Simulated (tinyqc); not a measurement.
## MOSFET in saturation, small-signal circuit and noise: effect of the inversion coefficient on speed and noise

Bias by the inversion coefficient IC = I/Ispec (charge-based model with velocity saturation; weak inversion below 0.1, strong above 10). Common-source circuit: gm, gds, Cgs, Cgd and Cj at the inner nodes, Rg in series with the gate; quasi-static, no source or drain resistance, no gate-body capacitance, no substrate network, no induced gate noise, so fmax is an upper estimate.

Ispec = 2 n mu Cox (W/L) Vt^2, lc = Ls/L, gms = [sqrt((lc IC + 1)^2 + 4 IC) - 1]/[2 + lc (lc IC + 1)], gm = gms Ispec/(n Vt), gds = sg gm. qs = [sqrt(1 + 4 IC) - 1]/2, Cgs = Cox W L qs (2 qs + 3)/(3 (qs + 1)^2) + Cov W, Cgd = Cov W, Cd = Cj W, Rg = Rsh (Wf/L)/(12 Nf) + Rc/W with Nf = W/Wf fingers (not rounded) contacted at both ends. fT = gm/(2 pi (Cgs + Cgd)), fmax = fT/(2 sqrt(Rg (gds + 2 pi fT Cgd))). Channel noise Sid = 4 kB T gam n gm with gam = (1/2 + (2/3) qs)/(1 + qs) + gw lc IC, qs = [sqrt(1 + 4 IC) - 1]/2, lc = Ls/L (the last term an empirical rise with velocity saturation); at the gate, white noise Sw = Sid/gm^2 + 4 kB T Rg. Number fluctuation with correlated mobility: S(f) = K/f, K = q^2 Vt lt Nt/(W L Cox^2) (1 + ac mu Cox I/gm)^2, Vt in eV with Nt per eV. Corner fc = K/Sw. IC is held fixed.

Values chosen for this exercise: temperature T = 350 K; gate length L = 130 nm; total gate width W = 80 um; gate capacitance Cox = 1.42 uF/cm^2; mobility mu = 310 cm^2/(V s); slope factor n = 1.16; velocity-saturation length Ls = 25 nm; ratio gds/gm sg = 0.027; overlap and fringe capacitance per side Cov = 0.26 fF/um; drain junction capacitance Cj = 0.4 fF/um; sheet resistance of the gate Rsh = 8 ohm; finger width Wf = 1 um; gate contact and vertical resistance Rc = 300 ohm um; short-channel excess of the noise factor gw = 0.12; oxide trap density Nt = 4.8e17 cm^-3 eV^-1; tunnelling length into the oxide lt = 0.1 nm; Coulomb scattering coefficient ac = 10000 V s/C.

Constants: q = 1.602176634e-19 C, kB = 1.380649e-23 J/K, Vt = kB T/q. Results are converted to the units shown.

The same in every row: Rg (ohm) = 3.814.

Effect of the inversion coefficient on speed and noise:

| IC | I (uA) | fT (GHz) | fmax (GHz) | sqrt(Sw) (nV/Hz^0.5) | fc (MHz) |
|---|---|---|---|---|---|
| 0.03 | 17.15 | 1.653 | 27.97 | 4.892 | 0.9945 |
| 0.1 | 57.17 | 4.404 | 45.44 | 2.806 | 3.079 |
| 0.3 | 171.5 | 9.010 | 64.42 | 1.787 | 7.922 |
| 1 | 571.7 | 17.06 | 87.49 | 1.194 | 19.70 |
| 3 | 1715 | 28.96 | 112.8 | 0.9061 | 41.06 |
| 10 | 5717 | 49.18 | 145.8 | 0.7589 | 84.92 |
| 30 | 1.715e4 | 71.70 | 175.4 | 0.7626 | 159.0 |

What does the comparison show?

As IC goes from 0.03 to 30, fT rises from 1.65 to 71.7 GHz, fmax rises from 28.0 to 175 GHz, the white noise goes from 4.89 through a minimum of 0.759 (at IC = 10 among the rows listed) to 0.763 nV/Hz^0.5 and the corner rises from 0.995 to 159 MHz. For IC = 0.03 to 1 fmax exceeds 4 fT, where channel resistance and substrate losses, left out here, would cap it.

Program tinyqc, `OMP_NUM_THREADS=1 python tinyqc.py 2150051 2150052 out.jsonl`; Intel Xeon 2.30GHz, shared host, one thread, about 0.01 s.
